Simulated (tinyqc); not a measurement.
Worked calculation: single-domain magnet: Stoner-Wohlfarth switching, Neel-Arrhenius retention, LLG dynamics and spin torque. Computed by tinyqc, a small Python program that keeps every step. Command: `OMP_NUM_THREADS=1 python tinyqc.py 3013751 3013752 out.jsonl macro walk`. One thread of a shared host (Intel(R) Xeon(R) Processor @ 2.30GHz), about 0.01 s of CPU time with the checks. Intermediate numbers are printed to about 7 digits and carried at full precision; extremes and crossings named in words are read from the listed rows.

The moment is uniform, with unit vector m; z is the easy axis. mu_0 = 1.25663706212e-6 T m/A, gamma = 1.76085963023e11 rad/(s T).

Inputs (values chosen for the exercise, for a model magnet): saturation magnetisation M_s = 612 kA/m; diameter d = 57 nm; thickness t = 1.1 nm; interface anisotropy K_i = 0.339 mJ/m^2; bulk anisotropy K_u = 0 kJ/m^3; exchange stiffness A = 13 pJ/m; temperature T = 358 K; attempt frequency f0 = 1 GHz; field angle psi from the easy axis = 85 degrees; reversing field h = H/H_K = 0.28; waiting time t_w = 1 s; damping alpha = 0.062; spin-torque efficiency eta = 0.44; drive I/I_c0 = 3.6; time step times gamma mu_0 H_K = 0.2.

Shape: thin disc, easy axis normal to it.

Constants: k_B = 1.380649e-23 J/K; e = 1.602176634e-19 C; hbar = 1.054571817e-34 J s.

## Effective anisotropy

The disc is treated as an oblate spheroid with p = t/d: N_z = [1 - p arccos(p)/sqrt(1 - p^2)]/(1 - p^2); V = pi d^2 t/4; K_eff = K_u + K_i/t + K_shape, K_shape = -(mu_0 M_s^2/4)(3 N_z - 1); mu_0 H_K = 2 K_eff/M_s.

demagnetising factor N_z = 0.9704147

volume V = 2806.934 nm^3

K_shape = -224.8893 kJ/m^3

K_eff = 83.29249 kJ/m^3

anisotropy field mu_0 H_K = 0.2721977 T

Shape works against the easy axis and takes 73 % of the other terms. Caution: a flat cylinder has a smaller N_z than the spheroid of the same t/d, so K_eff of a real disc is larger.

## Retention at zero field

Delta = K_eff V/(k_B T); tau = exp(Delta)/f0; probability of a flip within t_w: P = 1 - exp(-t_w/tau). Wall width parameter sqrt(A/K_eff); a two-domain state costs 4 sqrt(A K_eff) times the cross-section that the wall cuts (d t).

stability factor Delta = 47.30116

log10 of tau in s = 11.54263

probability of a flip = 2.866594e-12

wall parameter = 12.49306 nm

barrier of the wall path / k_B T = 52.80023

Ten years (3.15e8 s) need Delta > 40.3 for tau alone; this element has 47.3. Coherent rotation is the cheaper path.

## Barrier in a tilted field

Energy over K_eff V: e(theta) = sin^2(theta) + 2 h cos(theta - psi) for m at the angle theta from +z and a field that points at psi from -z (it pulls m away from +z towards negative theta); h_sw = (cos^(2/3) psi + sin^(2/3) psi)^(-3/2). The metastable minimum and the saddle are the two roots of e'(theta) = sin(2 theta) - 2 h sin(theta - psi) on either side of theta_c = -arctan(tan^(1/3) psi).

switching field h_sw = 0.7664309

minimum theta = -16.63205 degrees

saddle theta = -88.06009 degrees

barrier / (K_eff V) = 0.4739430

barrier / (k_B T) = 22.41806

The form (1 - h/h_sw)^n reproduces this barrier with n = 1.642; n is 2 for a field on the axis, and the approach to h_sw has the exponent 3/2 off the axis.

## Switching field against angle and time

Switching field at T: the h at which the exact barrier equals ln(f0 t_w/ln 2) k_B T (0 if the zero-field barrier is lower). Sharrock form: h_sw [1 - (ln(f0 t_w/ln 2)/Delta)^(1/n)], n = 0.86 + 1.14 h_sw.

Fields over H_K:
```
psi (degrees)  h_sw at T = 0  thermal, exact barrier  thermal, Sharrock form
1                  0.9070741               0.3243860               0.3149228
10                 0.6738054               0.2733804               0.2635316
20                 0.5736493               0.2415605               0.2371870
30                 0.5240165               0.2240849               0.2229662
45                 0.5000000               0.2152724               0.2157795
60                 0.5240165               0.2240849               0.2229662
75                 0.6146585               0.2551825               0.2483351
89                 0.9070741               0.3243860               0.3149228
```

At T = 0 the field is least at 45 degrees, H_K/2, and symmetric about it. Thermal help lowers it to 36 % at 1 degree and 43 % at 45 degrees; the Sharrock form misses the exact barrier by at most about 0.010 H_K, at psi = 10 (and its mirror angle).

## Spin-transfer switching

For axial symmetry and a polariser along z: I_c0 = (4 e alpha/(hbar eta)) K_eff V; relaxation time tau_D = (1 + alpha^2)/(alpha gamma mu_0 H_K); thermal start angle theta_0 = 1/sqrt(2 Delta); switching time about tau_D ln(pi/(2 theta_0))/(I/I_c0 - 1); precession frequency gamma mu_0 H_K/(2 pi (1 + alpha^2)).

critical current I_c0 = 200.2034 microampere

Delta/I_c0 = 0.2362656 1/microampere

tau_D = 0.3378045 ns

switching time, estimate = 0.3542300 ns

precession frequency = 7.599116 GHz

## One LLG step

In the time s = gamma mu_0 H_K t: (1 + alpha^2) dm/ds = -m x b - alpha m x (m x b) + a [m x (m x z) - alpha m x z], b = m_z z, a = alpha I/I_c0; Heun steps (Euler predictor, mean of the two slopes) without renormalising; start m = (sin theta_0, 0, cos theta_0), theta_0 = 1/sqrt(2 Delta).

m at the start: [0.1026322, 0.0000000, 0.9947194]

first slope: [0.0164272, 0.1031141, -0.0016949]

predictor: [0.1059177, 0.0206228, 0.9943804]

second slope: [-0.0037632, 0.1096794, -0.0018738]

m after the step: [0.1038986, 0.0212794, 0.9943625]

## Exact time to the equator

The polar equation dm_z/dt = -(1 - m_z^2)(i - m_z)/tau_D, i = I/I_c0, integrates to t = tau_D [F(cos theta_0) - F(0)], F(z) = -ln(1 - z)/(2 (i - 1)) + ln(1 + z)/(2 (i + 1)) + ln(i - z)/(i^2 - 1), theta_0 = 1/sqrt(2 Delta).

time to m_z = 0 = 0.3568637 ns

The linear estimate is 0.99 times this.

## The trajectory

Run until m_z <= 0 (time by linear interpolation), |m|^2 leaves 1 by more than 1, or three exact times have passed; the run counts as sound if the time is within 3 % of the exact one.

Every few steps:
```
step     t (ns)         m_x         m_y         m_z       |m|
0     0.0000000   0.1026322   0.0000000   0.9947194  1.000000
8     0.0333819  -0.0057247   0.1332783   0.9910851  1.000023
16    0.0667638  -0.1727188  -0.0135203   0.9849398  1.000061
24    0.1001456   0.0224842  -0.2235411   0.9745603  1.000122
32    0.1335275   0.2891738   0.0291094   0.9570631  1.000219
40    0.1669094  -0.0236937   0.3736345   0.9276683  1.000366
48    0.2002913  -0.4784677   0.0170964   0.8785888  1.000571
56    0.2336732  -0.1423310  -0.5875905   0.7975671  1.000817
64    0.2670551   0.6132112  -0.4261433   0.6666805  1.001044
72    0.3004369   0.8395493   0.2866853   0.4640307  1.001177
80    0.3338188   0.6335626   0.7552129   0.1753041  1.001239
85    0.3546825   0.5779552   0.8165802  -0.0417032  1.001287
```

time to m_z = 0 by the steps = 0.3508005 ns

largest drift of |m| = 0.001286514

The steps give 0.9830 of the exact time, with |m| kept to 0.0013.

Checks made by the program: the barrier at psi -> 0 against (1 - h)^2 (relative difference 1e-07); the closed form against quadrature (relative difference below 1e-10).
